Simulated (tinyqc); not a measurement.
# Changing the trap density D_0

Model: MOS capacitor with interface traps: C-V stretch-out, conductance peak and subthreshold swing. Computed by tinyqc, a small Python program. Command: `OMP_NUM_THREADS=1 python tinyqc.py 3030086 3030087 out.jsonl mostraps sweep`. One thread of a shared host (Intel(R) Xeon(R) Processor @ 2.30GHz), about 0.02 s of CPU time with the checks.

Energies at the interface are counted from the valence band. psi > 0 means bending towards depletion, so the surface potential is +psi. Boltzmann statistics, full ionisation, no quantum confinement. Traps are neutral when filled up to E_n, with a sharp (zero-temperature) occupation.

Inputs (values chosen for the exercise, for a model semiconductor):
```
quantity                              value         unit
gap E_g                                 1.3           eV
electron mass m_e                      0.31          m_0
valleys M_c                               6            -
hole mass m_h                         0.711          m_0
dielectric constant eps_s                14            -
doping N                            4.3e+16        cm^-3
insulator constant eps_ox              3.99            -
insulator thickness t_ox                 23           nm
work-function difference phi_ms       -0.27            V
fixed charge N_f                    1.6e+12        cm^-2
neutrality level E_n                  0.729           eV
capture cross-section sigma           5e-15         cm^2
band bending towards depletion psi     0.31            V
temperature T                           300            K
edge density D_1                    6.8e+12  cm^-2 eV^-1
tail width w                           0.14           eV
```

Substrate: p-type. Trap spectrum: U-shaped.

Constants: m_0 = 9.1093837015e-31 kg; k_B = 1.380649e-23 J/K; h = 6.62607015e-34 J s; k_B = 8.617333262e-05 eV/K; eps_0 = 8.8541878128e-12 F/m; e = 1.602176634e-19 C.

Method:
- N_c = 2 M_c (2 pi m_e k_B T/h^2)^(3/2) and N_v = 2 (2 pi m_h k_B T/h^2)^(3/2), masses in units of m_0.
- n_i = sqrt(N_c N_v) exp(-E_g/2 k_B T); E_F = k_B T ln(N_v/N); phi_B = (k_B T/e) ln(N/n_i); L_D = sqrt(eps_s eps_0 k_B T/(e^2 N)); C_ox = eps_ox eps_0/t_ox.
- With u = psi/k_B T and r = (n_i/N)^2: F = sqrt(exp(-u) + u - 1 + r (exp(u) - u - 1)); Q_s = -sign(u) sqrt(2) eps_s eps_0 (k_B T/e) F/L_D; C_s = (eps_s eps_0/(sqrt(2) L_D)) |1 - exp(-u) + r (exp(u) - 1)|/F; at high frequency, below strong inversion, the terms in r are dropped.
- D(E) = D_0 + D_1 [exp(-E/w) + exp(-(E_g - E)/w)].
- E_F at the interface is E_s = E_F + psi; Q_it = -e int from E_n to E_s of D(E) dE; C_it = e D(E_s) (per volt); V_G = phi_ms + psi - (Q_s + Q_it + e N_f)/C_ox.
- C_LF = [1/C_ox + 1/(C_s + C_it)]^-1; C_HF = [1/C_ox + 1/C_s(HF)]^-1; high-low estimate D = [(1/C_LF - 1/C_ox)^-1 - (1/C_HF - 1/C_ox)^-1]/e; stretch-out |dV_G/d psi| = 1 + (C_s + C_it)/C_ox; swing factor at this bending (the subthreshold swing when psi lies between phi_B and 2 phi_B) S = ln(10) (k_B T/e)(1 + (C_s(HF) + C_it)/C_ox).
- v = sqrt(3 k_B T/m) with the majority mass; surface density n_s = N exp(-psi/k_B T); tau = 1/(sigma v n_s); for a continuum of levels G_p/omega = C_it ln(1 + omega^2 tau^2)/(2 omega tau), which peaks at omega tau = 1.98, the frequency 1.98/(2 pi tau); potential fluctuations are left out.

One run for each value; columns: (1) trap density D_0 (cm^-2 eV^-1); (2) swing factor S (mV/decade); (3) C_LF (microF/cm^2); (4) stretch-out; (5) gate voltage V_G (V); (6) peak of G_p/omega (microF/cm^2):
```
(1)          (2)      (3)     (4)      (5)     (6)
1.00e+10   124.3  0.08007   2.089  -1.2238  0.0180
3.00e+10   125.6  0.08080   2.110  -1.2294  0.0193
7.00e+10   128.1  0.08221   2.152  -1.2406  0.0218
2.00e+11   136.1  0.08644   2.287  -1.2769  0.0302
4.00e+11   148.6  0.09206   2.496  -1.3327  0.0431
1.00e+12   185.8  0.10439   3.122  -1.5001  0.0818
3.00e+12   310.0  0.12411   5.208  -2.0583  0.2107
8.00e+12   620.5  0.13886  10.423  -3.4538  0.5331
2.00e+13  1365.5  0.14691  22.940  -6.8030  1.3067
```

Over the rows, swing factor S (mV/decade) rises from 124 to 1370 (exponent d ln y / d ln x 0.0090 between the first rows and 0.86 between the last); C_LF (microF/cm^2) rises from 0.0801 to 0.147 (exponent d ln y / d ln x 0.0082 between the first rows and 0.061 between the last); stretch-out rises from 2.09 to 22.9 (exponent d ln y / d ln x 0.0090 between the first rows and 0.86 between the last). At the high end the exponent of peak of G_p/omega is 0.98, close to 1: the peak measures D directly.

Extremes, crossings and ranges named in words are read from the listed rows.
